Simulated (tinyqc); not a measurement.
Stability and critical current from long pulses.

Question. For long pulses a magnetic tunnel junction switches at I = Ic0 [1 - ln(tp/t0)/Delta]. Find Ic0 and Delta.

Values chosen for this exercise:
```
symbol,value,unit,meaning
t0,1,ns,attempt time
```

switching current for pulses of 0.0001 and 1 s (uA): [18.026361, 14.952433]

Answer. I is linear in ln tp: it equals Ic0 at tp = t0, and the slope is -Ic0/Delta.

Ic0 = 21.87 uA
Delta = 65.52

Program tinyqc, `OMP_NUM_THREADS=1 python tinyqc.py 2450133 2450134 out.jsonl`; Intel Xeon 2.30GHz, shared host, one thread, about 0.01 s.
